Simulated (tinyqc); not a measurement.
## In-plane mass from two subband densities

Problem. At zero temperature each occupied subband holds N_k = D (EF - E_k), D = md m0 q/(pi hbar^2) per eV. Two subbands are occupied. Find md, EF - E1 and EF - E2.

Constants: q = 1.602176634e-19 C, hbar = 1.054571817e-34 J s, m0 = 9.1093837015e-31 kg. Results are converted to the units shown.

N1, N2 (cm^-2): 8.6415274e11  3.4e11
E2 - E1 = 50.8 meV

Solution. N1 - N2 = D (E2 - E1) gives D and so md; each N_k/D is a distance to EF.

md = 0.0247 m0
EF - E1 = 83.8 meV
EF - E2 = 33.0 meV

Program tinyqc, `OMP_NUM_THREADS=1 python tinyqc.py 2140148 2140149 out.jsonl`; Intel Xeon 2.30GHz, shared host, one thread, about 0.2 s.
